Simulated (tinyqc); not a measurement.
What the s* orbital does: sp3s* tight binding with spin-orbit coupling.

sp3s* tight binding, nearest neighbours only: anion (a) at 0, cation (c) at a/4 (1,1,1), orbitals s, px, py, pz, s* on each; k in units of 2 pi/a. With phases e_j = exp(i (pi/2) k.n_j) for n = (1,1,1), (1,-1,-1), (-1,1,-1), (-1,-1,1): g0 = (e1+e2+e3+e4)/4, g1 = (e1+e2-e3-e4)/4, g2 = (e1-e2+e3-e4)/4, g3 = (e1-e2-e3+e4)/4. The diagonal holds the levels Esa, Epa, Exa (s*) and Esc, Epc, Exc. Anion-cation block: <sa|sc> = Vss g0; <sa|xc> = Vsapc g1; <xa|sc> = -Vscpa g1; <xa|xc> = Vxx g0; <xa|yc> = <ya|xc> = Vxy g3, <xa|zc> = <za|xc> = Vxy g2, <ya|zc> = <za|yc> = Vxy g1; <s*a|xc> = Vxapc g1; <xa|s*c> = -Vpaxc g1; y and z take g2 and g3 in place of g1; s-s* and s*-s* vanish.

Spin-orbit coupling acts within the p shell of each atom as (D/3) L.sigma, D = Da or Dc: it puts four states at Ep + D/3 and two at Ep - 2D/3.

Inputs chosen for the exercise (near a published set for GaP, fitted to gaps, whose masses and valley positions are rough; spin-orbit coupling, where it is added without a refit, lifts the valence top and shrinks all gaps by about a third of the splitting; not measured data): Esa = -8.128 eV (s level of the anion); Epa = 1.126 eV (p level of the anion); Esc = -2.2 eV (s level of the cation); Epc = 4.126 eV (p level of the cation); Exa = 8.509 eV (s* level of the anion); Exc = 7.174 eV (s* level of the cation); Vss = -7.473 eV (s-s); Vxx = 2.152 eV (px-px); Vxy = 5.152 eV (px-py); Vsapc = 4.271 eV (s anion, p cation); Vscpa = 6.319 eV (s cation, p anion); Vxapc = 4.666 eV (s* anion, p cation); Vpaxc = 5.109 eV (p anion, s* cation); Da = 0.065 eV (atomic spin-orbit splitting, anion); Dc = 0.178 eV (the same, cation).

The s* couplings Vxapc and Vpaxc are scaled by f; f = 0 is the plain sp3 model. Gaps from the top of the valence band at Gamma; the Delta value is the minimum on (x,0,0), 0.5 <= x <= 1.

Gaps (eV):

| f | Gamma | Delta | L | x of the minimum |
|---|---|---|---|---|
| 0.00 | 2.8428 | 4.7739 | 3.6373 | 0.500 |
| 0.25 | 2.8428 | 4.6474 | 3.5176 | 0.500 |
| 0.50 | 2.8428 | 4.2673 | 3.2083 | 1.000 |
| 0.75 | 2.8428 | 3.3118 | 2.7994 | 1.000 |
| 0.90 | 2.8428 | 2.7118 | 2.5336 | 1.000 |
| 1.00 | 2.8428 | 2.3070 | 2.3524 | 1.000 |
| 1.10 | 2.8428 | 1.9004 | 2.1683 | 1.000 |

The gap at Gamma stays, since g1 to g3 vanish there. From f = 0 to 1 the s* levels lower the Delta value by 2.467 eV and L by 1.285 eV. For f = 0 and 0.25 the least value lies at x = 0.5, the end of the range: any valley further out lies above that value until s* has lowered it enough. The lowest of the three is Gamma at f = 0 and the Delta line at f = 1.

Computed by tinyqc, a small Python program: `OMP_NUM_THREADS=1 python tinyqc.py 1481774 1481775 out.jsonl` (the numbers bound the seed that draws the inputs); one thread of a shared host (Intel(R) Xeon(R) Processor @ 2.30GHz), about 0.2 s for the whole set of steps.
